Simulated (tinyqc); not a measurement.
# Polycrystalline film, grain-boundary barriers (Seto model): effect of the temperature

One-dimensional grains of size Lg with donors N; each boundary has Qt acceptor-like traps per area at one level Et below the band edge. Trapped electrons qt deplete a width w = qt/N (both sides together) and raise a barrier Vb = q N w^2/(8 eps0 eps_r). Current crosses the barriers by thermionic emission at small bias. Abrupt depletion, full ionisation, Boltzmann statistics.

Nc is given at 300 K and scales as (T/300 K)^1.5; mg and vc are fixed. Partly depleted grains: the density at the grain centre is n0 = N and qt = Qt/(1 + 2 (Nc/N) exp((Vb - Et)/Vt)). If that gives qt >= N Lg, the grains are fully depleted: qt = N Lg, w = Lg and n0 = 2 Nc exp((Vb - Et)/Vt)/(Qt/(N Lg) - 1). Resistivity: barriers rb = Vt exp(Vb/Vt)/(q n0 vc Lg), grain interior rg = (1 - w/Lg)/(q mg N); effective mobility 1/(q N (rb + rg)).

Values chosen for this exercise; values close to those of polycrystalline silicon:
- eps_r = 11.7 (relative permittivity of the semiconductor)
- Lg = 120 nm (grain size)
- Qt = 3.8e12 cm^-2 (trap density at a boundary)
- N = 8.5e16 cm^-3 (donor density)
- mg = 400 cm^2/(V s) (mobility inside a grain)
- vc = 5.1e6 cm/s (collection velocity at the barrier)
- Nc = 2.8e19 cm^-3 (conduction-band density of states at the reference temperature)
- Et = 0.4 eV (trap level below the band edge)

Constants: q = 1.602176634e-19 C, kB = 1.380649e-23 J/K, Vt = kB T/q, eps0 = 8.8541878128e-14 F/cm where lengths are in cm. Results are converted to the units shown.

Effect of the temperature:

| T (K) | w/Lg | Vb (V) | n0 (cm^-3) | resistivity (ohm cm) |
|---|---|---|---|---|
| 220 | 1.000 | 0.2366 | 2.334e15 | 2.182e5 |
| 250 | 1.000 | 0.2366 | 7.953e15 | 1.628e4 |
| 280 | 1.000 | 0.2366 | 2.124e16 | 2104 |
| 310 | 1.000 | 0.2366 | 4.766e16 | 401.9 |
| 340 | 0.9943 | 0.2339 | 8.500e16 | 103.2 |
| 370 | 0.9574 | 0.2169 | 8.500e16 | 34.43 |
| 400 | 0.9191 | 0.1999 | 8.500e16 | 13.66 |
| 430 | 0.8794 | 0.1830 | 8.500e16 | 6.229 |

As T goes from 220 to 430 K, the barrier falls from 0.237 to 0.183 V and the resistivity falls from 2.18e5 to 6.23 ohm cm. The grains are fully depleted in 4 of the 8 rows. The activation energy between the first two rows is 0.410 eV.

Program tinyqc, `OMP_NUM_THREADS=1 python tinyqc.py 2610127 2610128 out.jsonl`; Intel Xeon 2.30GHz, shared host, one thread, about 0.01 s.
